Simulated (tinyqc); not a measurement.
# Voltage drop against the resistance of a horizontal segment

A grid of 17 by 17 nodes with segments Rx (rows) and Ry (columns); every node draws I1 and the central node kh I1; pads with resistance Rp sit at the nodes whose row and column are multiples of the pitch, counting from 0. The drops u = Vdd - V follow from G u = i, with G the conductance matrix and i the load currents, solved directly. Here the pitch is 8.

Inputs (values chosen for the exercise): supply voltage Vdd = 0.65 V; resistance of a vertical segment Ry = 0.25 ohm; resistance from a pad node to the supply Rp = 0.058 ohm; factor on the load at the hot node kh = 5; load current of a node in the large grid I1 = 1.2 mA.

Voltage drop against the resistance of a horizontal segment:
columns A: Rx (ohm); B: pads; C: worst drop (mV); D: mean drop (mV); E: largest drop at a pad (mV); F: largest pad current (mA); G: worst drop over Vdd (%)
```
A     B      C      D      E      F      G
0.14  9  7.952  6.814  3.579  61.71  1.223
0.27  9  9.911  8.460  3.687  63.57  1.525
0.55  9  13.47  11.19  3.840  66.21  2.073
1.1   9  19.74  15.51  4.017  69.25  3.038
2.2   9  31.21  22.98  4.193  72.30  4.802
4.4   9  53.06  36.75  4.344  74.90  8.163
8.8   9  95.80  63.33  4.455  76.80  14.74
```

The worst drop rises from 7.95 to 95.8 mV and the mean drop rises from 6.81 to 63.3 mV. The worst drop goes as Rx^(0.34) between the first two rows and Rx^(0.85) between the last two. The central node is itself a pad.

Program tinyqc, `OMP_NUM_THREADS=1 python tinyqc.py 2770161 2770162 out.jsonl`; Intel Xeon 2.30GHz, shared host, one thread, about 0.1 s.
